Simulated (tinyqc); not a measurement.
Polycrystalline film, grain-boundary barriers (Seto model): two steps of the calculation.

One-dimensional grains of size Lg with donors N; each boundary has Qt acceptor-like traps per area at one level Et below the band edge. Trapped electrons qt deplete a width w = qt/N (both sides together) and raise a barrier Vb = q N w^2/(8 eps0 eps_r). Current crosses the barriers by thermionic emission at small bias. Abrupt depletion, full ionisation, Boltzmann statistics.

Parameters, values chosen for the exercise; values close to those of polycrystalline silicon:
- T = 300 K (temperature)
- eps_r = 11.7 (relative permittivity of the semiconductor)
- Lg = 400 nm (grain size)
- Qt = 3.4e12 cm^-2 (trap density at a boundary)
- N = 5.9e17 cm^-3 (donor density)
- Nc = 2.8e19 cm^-3 (conduction-band density of states at T)
- Et = 0.52 eV (trap level below the band edge)

Constants: q = 1.602176634e-19 C, kB = 1.380649e-23 J/K, Vt = kB T/q, eps0 = 8.8541878128e-14 F/cm where lengths are in cm. Results are converted to the units shown.

Problem 1. Critical doping and limits of the barrier. N* = Qt/Lg; fully depleted grains have Vb = q N Lg^2/(8 eps0 eps_r), filled traps Vb = q Qt^2/(8 eps0 eps_r N); the true barrier cannot exceed the smaller.

Give: N*; Vb, fully depleted; Vb, traps filled.

Solution 1.

N* = 8.5000e16 cm^-3
Vb, fully depleted = 18.250 V
Vb, traps filled = 0.37878 V

Problem 2. Trapped charge. w = qt/N, Vb = q N w^2/(8 eps0 eps_r), out = Qt/(1 + 2 (Nc/N) exp((Vb - Et)/Vt)); qt(new) = qt + 0.5 (out - qt).

qt at the start = 3e12 cm^-2

Find: w; Vb; out; qt after iteration 1.

Solution 2.

w = 50.847 nm
Vb = 0.29490 V
out = 3.3475e12 cm^-2
qt after iteration 1 = 3.1737e12 cm^-2

Computed by the program tinyqc: `OMP_NUM_THREADS=1 python tinyqc.py 2610119 2610120 out.jsonl`, one thread of a shared Intel Xeon 2.30GHz, about 0.01 s for the whole run.
